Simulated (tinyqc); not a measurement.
# Surface potential of a MOS transistor: implicit equation and explicit approximations: two studies

p-type body, charge-sheet picture, depletion and inversion only, full ionisation (an idealisation for deep acceptors), Boltzmann statistics (rough once Na exp(x - xn) passes about Nc/7). In units of Vt: xg = (Vg - Vfb)/Vt, x = psi/Vt, G = gamma/sqrt(Vt), xn = (2 phiF + Vc)/Vt. The implicit equation is (xg - x)^2 = G^2 [x - 1 + exp(x - xn)] for x above about 3. Cox = eps0 eox/tox.

Parameters, values chosen for the exercise; band and dielectric values those of a made-up semiconductor:
- T = 350 K (temperature)
- Eg = 2.8 eV (band gap)
- eps_r = 10.5 (relative permittivity)
- Nc = 1.81e19 cm^-3 (conduction-band density of states at T)
- Nv = 2.82e19 cm^-3 (valence-band density of states at T)
- eox = 21.6 (relative permittivity of the gate insulator (close to hafnium oxide))
- tox = 5.4 nm (insulator thickness)
- Na = 2.4e17 cm^-3 (acceptor density)
- Vfb = -0.32 V (flat-band voltage)
- Vc = 0.5 V (channel-body voltage)
- Vg = 2.69 V (gate-body voltage)

Constants: q = 1.602176634e-19 C, kB = 1.380649e-23 J/K, Vt = kB T/q, eps0 = 8.8541878128e-14 F/cm where lengths are in cm. Results are converted to the units shown.

Each table varies one quantity; the others keep the values above.

## Accuracy of the approximations against gate voltage

ni = sqrt(Nc Nv) exp(-Eg/(2 Vt)), Eg in volts; phiF = Vt ln(Na/ni); gamma = sqrt(2 q eps0 eps_r Na)/Cox; VT = Vfb + Vt (xn + G sqrt(xn - 1)). Depletion value a = 1 + [sqrt(G^2/4 + xg - 1) - G/2]^2; inversion value b = xn + ln[(xg - xn)^2/G^2 - xn + 1] and first guess y = min(a, b) - ln(1 + exp(-|a - b|)) if a > xn + 1, else b = y = a; one second-order correction with D = exp(y - xn), p = 2 (xg - y) + G^2 (1 + D), w = (xg - y)^2 - G^2 (y - 1 + D): z = y + 2 w/(p + sqrt(p^2 - 2 (2 - G^2 D) w)), or the Newton step z = y + w/p where the root is not real. N_inv = (Cox Vt G/q) [sqrt(x - 1 + exp(x - xn)) - sqrt(x - 1)] at the root. Lambert form (Cox m Vt/q) W0[(G/(2 m sqrt(xn - 1))) exp((Vg - VT)/(m Vt))], m = 1 + G/(2 sqrt(xn - 1)). Errors under 1e-4 mV, and the linear form below VT, are printed as 0.

Result of one run:
```
Vg (V)	psi (V)	x - xn	error of y (mV)	error of z (mV)	N_inv (cm^-2)	Cox (Vg - VT)/q (cm^-2)	Lambert form (cm^-2)
4.04	3.291	8.786	13.6	-0.712	2.062e13	2.660e13	2.163e13
```

What becomes of these results when the gate-body voltage Vg is changed from 4.04 to 3.64 V, all else the same?

Result of the changed run:
```
Vg (V)	psi (V)	x - xn	error of y (mV)	error of z (mV)	N_inv (cm^-2)	Cox (Vg - VT)/q (cm^-2)	Lambert form (cm^-2)
3.64	3.264	7.904	18.3	-2.44	1.238e13	1.776e13	1.312e13
```

The whole series:
```
Vg (V)	psi (V)	x - xn	error of y (mV)	error of z (mV)	N_inv (cm^-2)	Cox (Vg - VT)/q (cm^-2)	Lambert form (cm^-2)
2.44	2.638	-12.86	0	0	4.064e4	0	3.756e4
2.64	2.834	-6.375	1.13e-3	0	2.561e7	0	2.472e7
2.84	3.029	0.08938	0.702	0	1.585e10	7.674e10	1.590e10
3.04	3.168	4.707	31.5	9.67	1.292e12	4.498e12	1.391e12
3.24	3.218	6.357	29.9	10.1	4.590e12	8.919e12	4.947e12
3.44	3.245	7.269	22.6	6.30	8.390e12	1.334e13	8.964e12
3.64	3.264	7.904	18.3	-2.44	1.238e13	1.776e13	1.312e13
3.84	3.279	8.391	15.6	-1.20	1.647e13	2.218e13	1.736e13
4.04	3.291	8.786	13.6	-0.712	2.062e13	2.660e13	2.163e13
```

psi rises from 2.64 to 3.29 V and ends 8.8 Vt above 2 phiF + Vc. Among the rows the first guess is off by at most 32 mV (at Vg = 3.04 V) and the corrected value by at most 10 mV. In the last row the linear form is 29 % above N_inv and the Lambert form 4.9 % above it; in the first row the Lambert form is 7.6 % below it. For Vg = 3.04, 3.24, 3.44, 3.64, 3.84, 4.04 the electron quasi-Fermi level lies less than 2 Vt below the band edge at the surface, or above it, where degeneracy and confinement, left out, matter.

## Effect of the channel-body voltage at fixed gate voltage

Same model as above.

Effect of the channel-body voltage at fixed gate voltage:
```
Vc (V)	psi (V)	x - xn	error of y (mV)	error of z (mV)	N_inv (cm^-2)	Cox (Vg - VT)/q (cm^-2)	Lambert form (cm^-2)
0	2.7093	6.0806	32.1	11.4	3.9165e12	8.0657e12	4.2519e12
0.2	2.8485	4.0657	22.3	-2.46	7.6869e11	3.5410e12	8.2370e11
0.4	2.8823	-1.4429	0.156	0	3.5184e9	0	3.4937e9
0.6	2.8825	-8.0689	2.06e-4	0	4.6662e6	0	4.4636e6
0.8	2.8825	-14.700	0	0	6153.1	0	5662.7
1	2.8825	-21.331	0	0	8.1138	0	7.1737
```

Read the table: what changes, and by how much?

As Vc goes from 0 to 1, psi rises from 2.71 to 2.88 V, x - xn falls from 6.08 to -21.3 and N_inv falls from 3.92e12 to 8.11 cm^-2. The Lambert form lies between 0.884 and 1.09 times N_inv. psi follows Vc only while the surface is inverted; once x falls below xn it settles at the depletion value. For Vc = 0, 0.2 the electron quasi-Fermi level lies less than 2 Vt below the band edge at the surface, or above it, where degeneracy and confinement, left out, matter.

tinyqc, about 0.01 s, one thread, Intel Xeon 2.30GHz (shared host): `OMP_NUM_THREADS=1 python tinyqc.py 2122222 2122223 out.jsonl`
